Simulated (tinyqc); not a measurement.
# Junction field-effect transistor with two gates, gradual channel with velocity saturation: depletion, velocity and field along the channel

A uniformly doped n-type channel, depleted from both sides by p+ gates; at channel potential V the depleted share of a is u = sqrt((Vbi - Vg + V)/Vp), s at the source. Electrons drift with v = mu E/(1 + mu E/vsat). Abrupt depletion edge, no series resistance, source at 0.

ni = sqrt(Nc Nv) exp(-Eg/(2 Vt)), Eg in volts; Vbi = Vt ln(Na Nd/ni^2); Vp = q Nd a^2/(2 eps0 eps_r); G0 = 2 q mu Nd a W/L; Z = mu Vp/(vsat L); s = sqrt((Vbi - Vg)/Vp). I = (G0 Vp/3) F/(1 + Z (u^2 - s^2)), F = 3 (u^2 - s^2) - 2 (u^3 - s^3), with u at V = Vd; Z = 0 gives constant mobility, for which u stops at 1. At channel potential V: y/L = (G0 Vp/3) F(u)/I - Z V/Vp, v = vsat I Z/(G0 Vp (1 - u)), E = (vsat/mu) w/(1 - w) with w = v/vsat.

Values chosen for this exercise; material values close to those of silicon:
```
symbol,value,unit,meaning
T,400,K,temperature
eps_r,11.8,,relative permittivity of the semiconductor
Nc,4.3e19,cm^-3,conduction-band density of states at T
Eg,1.13,eV,band gap
Nv,4.02e19,cm^-3,valence-band density of states at T
Nd,9.9e16,cm^-3,donor density of the channel
a,180,nm,half the channel thickness
mu,780,cm^2/(V s),low-field mobility at this doping
vsat,1.4e7,cm/s,saturation velocity
L,1,um,gate length
W,200,um,gate width
Na,1.2e18,cm^-3,acceptor density of the gates
Vg,-0.5,V,gate voltage
Vd,0.36,V,drain voltage
```

Constants: q = 1.602176634e-19 C, kB = 1.380649e-23 J/K, Vt = kB T/q, eps0 = 8.8541878128e-14 F/cm where lengths are in cm. Results are converted to the units shown.

Along the channel:

| V (V) | u | y/L | v (cm/s) | E (kV/cm) |
|---|---|---|---|---|
| 0 | 0.7269 | 0.000 | 1.926e6 | 2.863 |
| 0.06 | 0.7435 | 0.202 | 2.050e6 | 3.080 |
| 0.12 | 0.7597 | 0.390 | 2.189e6 | 3.326 |
| 0.18 | 0.7756 | 0.563 | 2.344e6 | 3.609 |
| 0.24 | 0.7912 | 0.722 | 2.519e6 | 3.937 |
| 0.3 | 0.8065 | 0.868 | 2.717e6 | 4.323 |
| 0.36 | 0.8215 | 1.000 | 2.945e6 | 4.782 |

What does the comparison show?

From source to drain the open share 1 - u falls from 0.273 to 0.179, so the velocity rises by a factor of 1.53, to 0.210 vsat, and the field by 1.67. Half of Vd drops over the last 44 % of the gate length.

Program tinyqc, `OMP_NUM_THREADS=1 python tinyqc.py 2500122 2500123 out.jsonl`; Intel Xeon 2.30GHz, shared host, one thread, about 0.09 s.
